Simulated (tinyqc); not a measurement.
Inside a calculation: valley splitting in a one-orbital chain of atomic planes (second-neighbour model). Values are carried at full precision from step to step, so a last printed digit may differ when a step is redone from the rounded ones.

Each (001) plane carries one orbital with energy e0, hopping v to the next plane and u to the second: E(phi) = e0 + 2 v cos(phi) + 2 u cos(2 phi), where phi = pi - k a/4 (the sign of every second orbital is chosen so that v > 0, which shifts the phase by pi). The minimum lies at cos(phi0) = -v/(4u), phi0 = pi - (pi/2) k0 for a valley at k0 (2 pi/a), and e0 puts it at zero. A slab of N planes has hard walls: the matrix simply ends.

Constants: hbar^2/2m0 = 3.80998211 eV angstrom^2.

Parameters, chosen for this exercise (near those of the Delta valleys of silicon; abrupt walls in this chain split the valleys several times more than measured wells; shifted at random, so the results belong to these values and not to a real crystal): a = 5.441 angstrom (lattice constant; planes lie a/4 apart); k0 = 0.803 2 pi/a (position of the valley); ml = 0.896 m0 (longitudinal mass); N = 8 (planes in the small slab).

## Hoppings from the valley position and mass

The curvature at the minimum is d2E/dphi2 = 8 u sin^2(phi0) = (2c/ml)/(a/4)^2 with c = hbar^2/2m0; v = -4 u cos(phi0); e0 = 2u + v^2/(4u).

phi0 = 1.88024 rad
u = 0.63327 eV
v = 0.77140 eV
e0 = 1.50145 eV

## The bulk band

E at phi = j pi/10.

Band:
```
phi/pi  E (eV)
0.0     4.3108
0.1     3.9934
0.2     3.1410
0.3     2.0169
0.4     0.9536
0.5     0.2349
0.6     0.0001
0.7     0.2032
0.8     0.6447
0.9     1.0588
1.0     1.2252
```

## Hamiltonian of the slab

e0 on the diagonal, v and u on the first and second off-diagonals.

H (eV), lower triangle:
```
        1       2       3       4       5       6       7       8
1  1.5014
2  0.7714  1.5014
3  0.6333  0.7714  1.5014
4       0  0.6333  0.7714  1.5014
5       0       0  0.6333  0.7714  1.5014
6       0       0       0  0.6333  0.7714  1.5014
7       0       0       0       0  0.6333  0.7714  1.5014
8       0       0       0       0       0  0.6333  0.7714  1.5014
```

## Levels and the valley doublet

Diagonalise H. The two lowest levels are the doublet made from the valleys at +k0 and -k0; give their splitting, the weights of the lowest state, and its parity under reversal of the planes.

levels (eV): 0.2123  0.2224  0.6840  0.8577  1.1161  1.9085  3.0483  3.9623

splitting = 10.16 meV

weights on the planes: 0.044  0.190  0.011  0.255  0.255  0.011  0.190  0.044

parity of the lowest state: odd

The mean of the doublet lies 0.2174 eV above the bulk minimum, and level 3 lies 0.4666 eV above that mean; the weights oscillate from plane to plane because the two valleys interfere.

## Checks

- Mean of the doublet for 400 planes against the effective-mass level with W = 402 a/4 (meV): both 0.1404.

(tinyqc, `OMP_NUM_THREADS=1 python tinyqc.py 1481997 1481998 out.jsonl`, Intel(R) Xeon(R) Processor @ 2.30GHz, 1 thread, shared host, about 0.01 s.)
